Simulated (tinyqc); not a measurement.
Comparisons within one model: virtual-crystal alloy in the empirical-pseudopotential method. A value that a table varies takes the place of the one given here.

Empirical pseudopotential on the fcc lattice, atoms at +/- tau, tau = a (1,1,1)/8, no spin-orbit coupling. H(G,G') = c (2 pi/a)^2 |k + G|^2 delta + VS(q) cos(q.tau) + i VA(q) sin(q.tau), q = G - G', c = hbar^2/2m0; k and G in units of 2 pi/a; VS at |q|^2 = 3, 8, 11 and VA at 3, 4, 11, in rydberg, zero elsewhere. At each k the basis holds all G with |k + G|^2 up to 16; energies are counted from the fourth level at Gamma.

Virtual crystal A(1-x)B(x): a = (1 - x) a_A + x a_B. Rule linear: V = (1 - x) V_A + x V_B. Rule volume: V = [(1 - x) a_A^3 V_A + x a_B^3 V_B]/a^3, since a form factor is an atomic potential divided by the cell volume.

Constants: hbar^2/2m0 = 3.80998211 eV angstrom^2; Ry = 13.60569312 eV.

Values chosen for the exercise (classic local form factors of the size used for Si (A) and Ge (B), which place X and L only to a few tenths of an eV; shifted at random, so the results belong to these values and not to a real crystal):

| symbol | value | unit | meaning |
|---|---|---|---|
| a | (5.43, 5.655) | angstrom | lattice constants of A, B |
| VSA | (-0.214, 0.04, 0.08) | Ry | symmetric form factors of A |
| VAA | (0, 0, 0) | Ry | antisymmetric form factors of A |
| VSB | (-0.232, 0.011, 0.059) | Ry | symmetric form factors of B |
| VAB | (0, 0, 0) | Ry | antisymmetric form factors of B |
| rule | volume |  | mixing rule |

## Gaps across the alloy

Gaps from the valence top to the fifth band at Gamma, at L = (1/2,1/2,1/2) and at the lowest of k = (f,0,0), f = 0.70, 0.75, ..., 1.00. Bowing C = 4 [(E(0) + E(1))/2 - E(1/2)].

Gaps (eV):

| x | Gamma | Delta/X | f of the minimum | L | lowest |
|---|---|---|---|---|---|
| 0.000 | 3.410 | 0.858 | 0.85 | 1.865 | Delta/X |
| 0.167 | 3.423 | 0.889 | 0.85 | 1.706 | Delta/X |
| 0.333 | 2.980 | 0.918 | 0.85 | 1.548 | Delta/X |
| 0.500 | 2.526 | 0.945 | 0.85 | 1.391 | Delta/X |
| 0.667 | 2.081 | 0.970 | 0.85 | 1.236 | Delta/X |
| 0.833 | 1.646 | 0.994 | 0.85 | 1.084 | Delta/X |
| 1.000 | 1.220 | 1.016 | 0.85 | 0.934 | L |

bowing (eV): Gamma -0.843, Delta/X -0.032, L 0.034

What does this show, and why?

The lowest valley changes: Delta/X to L between x = 0.833 and 1.000. From A to B the Gamma gap moves by -2.19 eV, L by -0.93 eV and Delta/X by +0.16 eV; a move of Delta/X below about 0.4 eV is within the error of such form factors, sign included. The virtual crystal holds no disorder and no bond relaxation, so its bowing comes from the non-linear dependence on the mean potential and volume alone, and it may differ from measured bowing, which is positive in these alloys, in size and even in sign; crossings move with it; where the character of the fifth band at Gamma changes along x, its value mixes two levels.

## Two mixing rules

Gaps from the valence top to the fifth band at Gamma, at L = (1/2,1/2,1/2) and at the lowest of k = (f,0,0), f = 0.70, 0.75, ..., 1.00. Both rules agree at the ends.

Gaps (eV):

| x | Gamma, linear | Delta/X, linear | L, linear | Gamma, volume | Delta/X, volume | L, volume |
|---|---|---|---|---|---|---|
| 0.25 | 3.269 | 0.905 | 1.650 | 3.210 | 0.904 | 1.627 |
| 0.50 | 2.606 | 0.947 | 1.423 | 2.526 | 0.945 | 1.391 |
| 0.75 | 1.922 | 0.984 | 1.184 | 1.862 | 0.982 | 1.160 |

What can be read from the table?

At x = 0.5 the volume rule moves Gamma by -80 meV, Delta/X by -2 meV and L by -31 meV, that is the bowing by -4 times these; the lattice constants differ by 4.1 %, and the rules would coincide for equal ones.

tinyqc: `OMP_NUM_THREADS=1 python tinyqc.py 1080736 1080737 out.jsonl`; about 0.3 s, one thread, shared Intel(R) Xeon(R) Processor @ 2.30GHz.
